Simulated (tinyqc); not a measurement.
Alloy A(1-x)B(x) by interpolation with bowing, step by step. Values are carried at full precision from step to step, so a last printed digit may differ when a step is redone from the rounded ones.

Each gap follows E(x) = (1 - x) E_A + x E_B - C x (1 - x); the lattice constant follows Vegard, a(x) = (1 - x) a_A + x a_B.

Constants: hc = 1239.841984 eV nm; kB = 8.617333262e-05 eV/K.

Values chosen for the exercise (A near Ge, B near Si; not measured data): a = (5.662, 5.432) angstrom (lattice constant of A, B); x = 0.76 (fraction of B); Eg = (0.903, 4.215) eV (gap at Gamma to the s-like level of A, B); EgX = (0.918, 1.175) eV (gap to the lowest valley along Gamma-X of A, B); EgL = (0.75, 2.079) eV (gap to L of A, B); C = (0.254, 0.287, 0) eV (bowing of the Gamma, X and L gaps); Dso = (0.293, 0.044) eV (spin-orbit splitting of A, B); Ep = (26.1, 21.3) eV (Kane energy of A, B); me = (0.0384, 0.199) m0 (electron mass at Gamma of A, B); Cs = 0 eV (bowing of Dso); md = (0.1548, 0.99, 0.56) m0 (density-of-states masses of Gamma, all X and all L valleys); T = 200 K (temperature).

## Gaps and lattice constant at x

Also give the wavelength hc/E of the lowest gap.

a(x) = 5.4872 angstrom

linear parts (eV): Gamma 3.4201, X 1.1133, L 1.7600

bowing terms C x (1 - x) (eV): Gamma 0.0463, X 0.0523, L 0.0000

gaps (eV): Gamma 3.3738, X 1.0610, L 1.7600

wavelength of the lowest gap = 1168.6 nm

The lowest valley is X, so the gap is indirect; the next, L, lies 699 meV higher.

## Where the valleys cross

The difference of two gaps is a quadratic q2 x^2 + q1 x + q0 with q2 = C_i - C_j, q1 = (E_B - E_A - C)_i - (E_B - E_A - C)_j, q0 = E_A,i - E_A,j; give its roots between 0 and 1 (a dash: none).

Crossings:
```
pair         q2      q1      q0  first root  second root
Gamma-X  -0.033   3.088  -0.015      0.0049            -
Gamma-L   0.254   1.729   0.153           -            -
X-L       0.287  -1.359   0.168      0.1270            -
```

The lowest valley changes at x = 0.127 (L to X, gap 0.919 eV). The other crossings lie above the lowest valley.

## Electron mass of the alloy

Mass at Gamma from the Kane formula 1/m = F + Ep (Eg + 2 Dso/3)/(Eg (Eg + Dso)). F is fixed by the masses of A and B and interpolated linearly, as is Ep; Eg and Dso carry their bowing.

Compare with the linear interpolation of the masses.

F of A, B: -0.5017  -0.0109

Ep, Eg, Dso at x (eV): 22.4520  3.3738  0.1038

m(x) from the Kane formula = 0.1548 m0
m(x) linear = 0.1605 m0

The Kane value lies 3.5 % below the linear one. The Gamma valley is not the lowest at this x.

## Shares of the electrons in the valleys

Non-degenerate: n_i proportional to md_i^(3/2) exp(-E_i/kT).

md^(3/2): Gamma 0.0609, X 0.9850, L 0.4191

(E - E_min)/kT: Gamma 134.20, X 0.00, L 40.56

shares: Gamma 0.000, X 1.000, L 0.000

X holds most electrons (100.0 %).

## Checks

- The Gamma and X gaps at their crossing x = 0.0049 (eV): both 0.9179.
- The X and L gaps at their crossing x = 0.1270 (eV): both 0.9188.

Run: tinyqc, `OMP_NUM_THREADS=1 python tinyqc.py 1080039 1080040 out.jsonl`; Intel(R) Xeon(R) Processor @ 2.30GHz, one thread, shared host; about 0.01 s of CPU time with all checks.
